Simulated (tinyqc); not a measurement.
# Gap and screening length from two transmissions

Question. At the source junction of a tunnel FET, T(w) = exp(-S), S = 2 pi lam sqrt(m/(C Eg)) [w + Eg/2 - sqrt(w (w + Eg))], C = hbar^2/(2 m0). Find Eg (between 0.1 and 3 eV) and lam.

Parameters, values chosen for the exercise: band-edge mass of the two-band model m = 0.02 m0.

Constants: q = 1.602176634e-19 C, hbar = 1.054571817e-34 J s, m0 = 9.1093837015e-31 kg, hbar^2/(2 m0) = 0.0380998212 eV nm^2. Results are converted to the units shown.

T(w) at w = 0.05 and 0.49 eV: [0.038918954, 0.36497094]

Solution. The ratio of the two exponents depends on Eg alone and falls steadily with it, which fixes Eg; either exponent then gives lam.

ratio of the two S = 3.221
Eg = 0.4490 eV
lam = 4.100 nm

Numbers from tinyqc (`OMP_NUM_THREADS=1 python tinyqc.py 2620009 2620010 out.jsonl`; about 0.01 s on one thread of a shared Intel Xeon 2.30GHz).
